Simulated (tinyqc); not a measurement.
# Double-gate transistor below threshold, two-dimensional Poisson equation on a small mesh: effect of the insulator thickness

Half of a symmetric double-gate structure: row 0 is the mid-plane of the body, where the normal field vanishes. Mobile charge is neglected (subthreshold), the body is fully depleted, and potentials are counted from the intrinsic level; rows run upward to the gate, columns from source to drain.

Mesh: rows i = 0..12 in the semiconductor (step hs = tb/12, row 12 on the interface), then 8 step(s) ho = tox/8 up to the gate row 20; columns j = 0..80 (step hy = L/80). Box integration, divided by eps0: up_i = eps hy/h of the interval above row i, dn_i = that of the interval below (0 for row 0), lat_i = (sum of eps h/2 over the intervals above and below)/hy, s_i = -q Na w_i hy/eps0 with w_i the semiconductor height of the box (hs/2 for row 0 and the interface row, hs between, 0 in the insulator). Each free node obeys (up + dn + 2 lat) psi = up psi(above) + dn psi(below) + lat [psi(left) + psi(right)] + s. Fixed values: gate row Vg - Vfb; column 0 at Vbi and the last column at Vbi + Vd in the semiconductor, each running linearly to Vg - Vfb across the insulator. The system is solved directly. On row 0 the minimum of psi and its place come from a parabola through the three lowest nodes; barrier = Vbi - minimum, swing = Vt ln 10/(d psi/dVg), DIBL = (d psi/dVd)/(d psi/dVg) there. Lambda = pi/k with k the smallest positive root of tan(k tox) tan(k tb) = eox/eps_r.

Parameters, values chosen for the exercise; semiconductor permittivity close to that of silicon: temperature T = 300 K; relative permittivity of the semiconductor eps_r = 11.7; relative permittivity of the insulator eox = 7.5; half the body thickness tb = 8 nm; channel length L = 42 nm; acceptor density of the depleted body Na = 0 cm^-3; potential of the source Vbi = 0.47 V; gate offset Vfb = 0.03 V; gate voltage Vg = 0.05 V; drain voltage Vd = 0.7 V.

Constants: q = 1.602176634e-19 C, kB = 1.380649e-23 J/K, Vt = kB T/q, eps0 = 8.8541878128e-14 F/cm where lengths are in cm. Results are converted to the units shown.

Results:
```
tox (nm)	L/Lambda	barrier (V)	place y/L	swing (mV/decade)	DIBL (mV/V)
1.4	2.072	0.3815	0.4275	66.59	33.17
2	1.908	0.3631	0.4210	68.79	43.38
3.8	1.560	0.3072	0.4021	76.57	78.40
5.2	1.377	0.2658	0.3874	83.69	108.9
7.2	1.188	0.2123	0.3658	95.54	156.0
```

Estimate the missing row, tox = 2.7 nm.

Computed row:
```
tox (nm)	L/Lambda	barrier (V)	place y/L	swing (mV/decade)	DIBL (mV/V)
2.7	1.752	0.3412	0.4136	71.62	56.31
```

With this row back in the table: As tox goes from 1.4 to 7.2 nm, the barrier falls from 0.382 to 0.212 V, the swing rises from 66.6 to 95.5 mV a decade and DIBL rises from 33.2 to 156 mV/V; the ideal swing is 59.5. L/Lambda goes from 2.1 to 1.2.

Numbers from tinyqc (`OMP_NUM_THREADS=1 python tinyqc.py 2480128 2480129 out.jsonl`; about 0.2 s on one thread of a shared Intel Xeon 2.30GHz).
